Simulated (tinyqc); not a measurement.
Ballistic Schottky-barrier transistor with a one-dimensional channel, WKB contacts: effect of the screening length.

Source Fermi level 0, drain Fermi level -Vd. Far from the contacts Ec = pn - psi, and the gate moves psi one to one; the band edges relax as exp(-x/lam) from pn at the source and pn - Vd at the drain; Ev = Ec - Eg. A carrier of energy w inside the channel band meets at a contact a barrier of height D (the contact edge beyond the channel edge): T = 1 for w >= D, else exp(-S), S = 4 lam sqrt(m/C) [sqrt(D - w) - sqrt(w) arctan sqrt((D - w)/w)], C = hbar^2/(2 m0). The two contacts combine as Ts Td/(Ts + Td - Ts Td).

I = g (2 q^2/h) int T(w) [f(Es + w) - f(Ed + w)] dw, f(y) = 1/(1 + exp(y/Vt)). Electrons: Ds = psi, Dd = psi - Vd, Es = Ec, Ed = Ec + Vd. Holes: Ds = -psi, Dd = Vd - psi, Es = -Ev, Ed = -Ev - Vd. The size of each current is taken; both flow from drain to source and add. The integrals are converged.

Parameters, values chosen for the exercise; channel values close to those of a carbon nanotube:

| symbol | value | unit | meaning |
|---|---|---|---|
| T | 350 | K | temperature |
| Eg | 0.842 | eV | band gap |
| pn | 0.39 | eV | barrier for electrons at both contacts |
| mp | 0.06 | m0 | hole mass |
| g | 2 |  | valleys or subbands |
| Vd | 0.05 | V | drain bias |
| ps | -0.46 | V | band shift psi of the channel by the gate |

Constants: q = 1.602176634e-19 C, kB = 1.380649e-23 J/K, hbar = 1.054571817e-34 J s, h = 6.62607015e-34 J s, m0 = 9.1093837015e-31 kg, Vt = kB T/q, hbar^2/(2 m0) = 0.0380998212 eV nm^2. Results are converted to the units shown.

Effect of the screening length:
```
lam (nm)  current of the holes (uA)  share over the barriers (%)  |d psi/d log10| of this current (mV/decade)
0.5                           1.424                     8.238e-5                                        216.8
1.6                          0.1905                     6.157e-4                                        167.8
2.6                         0.04452                     0.002635                                        148.7
3.7                         0.01156                      0.01015                                        141.7
4.8                        0.003723                      0.03151                                        143.6
5.9                        0.001444                      0.08126                                        151.7
6.9                        7.008e-4                       0.1674                                        163.0
8                          3.600e-4                       0.3258                                        179.1
```

Read the table: what changes, and by how much?

The current falls from 1.42 to 3.60e-4 uA, while the share over the barriers rises from 8.24e-5 to 0.326 %: the thermionic part does not depend on lam, and a thinner barrier adds tunnelling. The swing goes from 217 through a minimum of 142 (at lam = 3.7 nm among the rows listed) to 179 mV/decade.

Range of the model: No scattering, image-force lowering, channel charge or band-to-band tunnelling; parabolic kappa overstates S deep in the gap.

tinyqc, about 0.04 s, one thread, Intel Xeon 2.30GHz (shared host): `OMP_NUM_THREADS=1 python tinyqc.py 2390002 2390003 out.jsonl`
